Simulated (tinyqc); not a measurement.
Ellipsometry and reflectance of a transparent film on an absorbing substrate: two steps of the calculation.

Air (index 1), film, substrate with N2 = n2 - i k2; time factor exp(+i w t). q_j = sqrt(N_j^2 - sin^2 th), root with positive real part. Fresnel coefficients r_s = (q_a - q_b)/(q_a + q_b), r_p = (N_b^2 q_a - N_a^2 q_b)/(N_b^2 q_a + N_a^2 q_b). tan(Psi) exp(i Delta) = R_p/R_s, Delta taken from 0 to 360 degrees.

Inputs (values chosen for the exercise); indices close to those of silicon dioxide on silicon: wavelength lam = 632.8 nm; angle of incidence th = 75 degrees; index of the transparent film n1 = 1.451; film thickness d = 55 nm; index of the substrate n2 = 3.882; extinction coefficient of the substrate k2 = 0.019.

Problem 1. Interface coefficients and thickness period. q0, q1, q2 and the coefficients r01 and r12 for p and s; the results repeat in d with the period lam/(2 q1).

Find: q0; q1; q2; r01,p; r01,s; r12,p; r12,s; period.

Solution 1.

q0 = 0.2588
q1 = 1.083
q2 = 3.760-0.020i
r01,p = -0.3304
r01,s = -0.6142
r12,p = 0.3467-0.0020i
r12,s = -0.5528+0.0018i
period = 292.2 nm

Problem 2. Psi, Delta and reflectances. beta = 2 pi d q1/lam, X = exp(-2 i beta), R = (r01 + r12 X)/(1 + r01 r12 X) for p and s.

q1 = 1.0827688
r01,p = -0.33043886
r01,s = -0.61416013
r12,p = 0.34668198-0.00201096i
r12,s = -0.55282986+0.00181142i

Wanted: beta; X; R_p; R_s; Psi; Delta; |R_p|^2; |R_s|^2.

Solution 2.

beta = 0.59131 rad
X = 0.37851-0.92560i
R_p = -0.24435-0.30888i
R_s = -0.79382+0.23289i
Psi = 25.458 degrees
Delta = 68.003 degrees
|R_p|^2 = 0.15512
|R_s|^2 = 0.68439

The bare substrate gives Psi = 1.215 and Delta = 172.94 degrees.

tinyqc, about 0.3 s, one thread, Intel Xeon 2.30GHz (shared host): `OMP_NUM_THREADS=1 python tinyqc.py 2870165 2870166 out.jsonl`
